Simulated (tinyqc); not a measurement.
Read current of a NAND string, cells in series solved by shooting: course of the secant iteration.

Cells in series, numbered from 0 at the source line (0 V) to the bit line, each followed by a gap resistance Rg. A cell with gate Vg, threshold VT, source Vs and drain Vd passes I = 2 nf K Vt^2 [F(Vs) - F(Vd)]/(1 + th max(Vg - VT, 0)), F(V) = ln^2(1 + exp((Vg - VT - nf V)/(2 nf Vt))). The selected cell has Vg = Vr, the others Vg = Vp.

For a trial current I start at 0 V and, cell by cell (the selected one is cell 4), solve for the drain: sqrt(F(Vd)) = sqrt(F(Vs) - I/k), k = 2 nf K Vt^2/(1 + th max(Vg - VT, 0)), Vd = [Vg - VT - 2 nf Vt ln(exp(sqrt F) - 1)]/nf, then add I Rg.

Secant steps on the end voltage less Vbl, from the two trials; a trial above the saturation current of a cell has no solution and is moved halfway to the previous trial. Stop below 1e-9 V.

Values chosen for this exercise; values of the order met in vertical NAND strings:

| symbol | value | unit | meaning |
|---|---|---|---|
| T | 300 | K | temperature |
| K | 8.6 | uA/V^2 | gain factor of a cell |
| nf | 1.6 |  | slope factor |
| th | 0.19 | 1/V | mobility reduction factor |
| Rg | 20 | kohm | resistance of the gap between cells |
| Vbl | 0.4 | V | bit-line voltage |
| Vp | 7 | V | pass voltage |
| Vr | 3.25 | V | read voltage on the selected word line |

Constants: q = 1.602176634e-19 C, kB = 1.380649e-23 J/K, Vt = kB T/q. Results are converted to the units shown.

thresholds from the source end, cell 0 to 4 (V): [3.4, 3.4, 3.4, 3.4, 2.4]
first trial current = 0.37 uA
second trial current = 0.54 uA

Course of the iteration:

| iteration | I (uA) | end voltage - Vbl (V) | halvings |
|---|---|---|---|
| 1 | 0.622444 | 0.0469 | 0 |
| 2 | 0.587755 | -0.0102 | 0 |
| 3 | 0.593944 | -1.69e-3 | 0 |
| 4 | 0.595170 | 6.03e-5 | 0 |
| 5 | 0.595127 | -3.58e-7 | 0 |
| 6 | 0.595128 | -7.62e-11 | 0 |

Did this iteration meet its convergence test, and what does its course show?

Yes. Converged in 6 iterations to I = 0.59513 uA. The selected cell takes 51.5 % of the bit-line voltage and the gaps together 14.9 %.

tinyqc, about 0.4 s, one thread, Intel Xeon 2.30GHz (shared host): `OMP_NUM_THREADS=1 python tinyqc.py 2142149 2142150 out.jsonl`
